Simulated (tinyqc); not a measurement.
Etch lag against aspect ratio: ion-assisted plasma etching: sheath, surface coverage, synergy and aspect-ratio dependence. Computed by tinyqc, a small Python program. Command: `OMP_NUM_THREADS=1 python tinyqc.py 3024620 3024621 out.jsonl etch walk`. One thread of a shared host (Intel(R) Xeon(R) Processor @ 2.30GHz), about 0.04 s of CPU time with the checks.

Radicals adsorb on bare sites; ions remove covered sites with a high yield and bare sites by sputtering; a slow spontaneous reaction acts everywhere, walls included.

Inputs (values chosen for the exercise, close to those used for silicon dioxide in a fluorocarbon plasma):

| quantity | value | unit |
|---|---|---|
| plasma density n_e | 3.6e+11 | 1/cm^3 |
| electron temperature T_e | 2.6 | eV |
| ion mass M_i | 40 | u |
| sheath voltage V | 350 | V |
| radical density n | 3.7e+12 | 1/cm^3 |
| radical mass M_n | 31 | u |
| gas temperature T_g | 500 | K |
| sticking coefficient s | 0.5 | - |
| radicals per removed unit x | 2 | - |
| yield slope b | 0.26 | eV^(-1/2) |
| threshold E_th | 7.2 | eV |
| sputter slope b_p | 0.014 | eV^(-1/2) |
| sputter threshold E_p | 29 | eV |
| spontaneous reaction probability k_c | 9.8e-06 | - |
| solid density N | 2.2e+22 | 1/cm^3 |
| ion temperature T_i | 0.52 | eV |

Feature: long trench.

Constants: e = 1.602176634e-19 C; u = 1.6605390666e-27 kg; k_B = 1.380649e-23 J/K; eps_0 = 8.8541878128e-12 F/m.

Method:
- Bohm speed u_B = sqrt(e T_e/M_i); ion flux G_i = 0.61 n_e u_B; radical flux G_n = n c/4 with c = sqrt(8 k_B T_g/(pi M_n)).
- Debye length lambda_D = sqrt(eps_0 T_e/(e n_s)) with n_s = 0.61 n_e, T_e in volts; Child-law sheath d = (sqrt2/3) lambda_D (2 V/T_e)^(3/4); ion energy E = V + T_e/2; angular spread = arctan(sqrt(T_i/E)).
- Yields: Y = b (sqrt(E) - sqrt(E_th)) on covered sites, Y_p = b_p (sqrt(E) - sqrt(E_p)) on bare ones (zero below threshold).
- Steady coverage: s G_n (1 - theta) = x Y G_i theta; removal flux = Y G_i theta + Y_p G_i (1 - theta) + k_c G_n; rate = flux/N, 1 cm/s = 6e8 nm/min.
- Lateral rate = k_c G_n/N; anisotropy = 1 - lateral/vertical; synergy = vertical/(ions alone + radicals alone), with ions alone Y_p G_i/N and radicals alone the lateral rate.
- Transmission of a long trench, rough form: K = (1 + ln(1 + A))/(1 + A + ln(1 + A)), walls that scatter diffusely without loss. With a loss probability S = s (1 - theta) at the floor, G_b/G_n = K/(K + S - K S); theta follows G_b, and the two are solved together. Ions are taken to reach the floor unshadowed; G_b replaces G_n in every term of the rate; A is depth over width.

yield Y = 4.17553

sputter yield Y_p = 0.187010

ion flux G_i = 5.49946e+16 1/(cm^2 s)

radical flux G_n = 5.40546e+16 1/(cm^2 s)

vertical rate = 612.983 nm/min

coverage theta = 0.0555786

Floor of the feature:

| A | K | G_b/G_n | theta | rate (nm/min) | relative rate |
|---|---|---|---|---|---|
| 0.5 | 0.73760 | 0.85517 | 0.047915 | 567.14 | 0.92521 |
| 1.0 | 0.62869 | 0.77982 | 0.043878 | 542.99 | 0.88581 |
| 2.0 | 0.51203 | 0.68586 | 0.038797 | 512.59 | 0.83621 |
| 5.0 | 0.35830 | 0.53529 | 0.030539 | 463.19 | 0.75563 |
| 10.0 | 0.25361 | 0.41037 | 0.023581 | 421.56 | 0.68771 |
| 20.0 | 0.16821 | 0.29148 | 0.016864 | 381.37 | 0.62216 |
| 50.0 | 0.08978 | 0.16611 | 0.009681 | 338.40 | 0.55206 |
| 100.0 | 0.05317 | 0.10151 | 0.005938 | 316.01 | 0.51553 |

What does the comparison show, and why?

K falls by a factor 13.9 over the rows and the rate by 1.79. Among these rows the rate stays within 10 % of the open-field value up to A = 0.5, with an open-field coverage below one half; sputtering, which needs no radicals, carries much of the rate in the last rows. Caution: rows with A above about 1/(2 tan(ion spread)) or 1/sqrt(k_c), often 10 to 30, are formal: ion shadowing, radical loss on the walls, redeposition of sputtered material and, in fluorocarbon plasmas, polymer growth are left out and add to the lag.
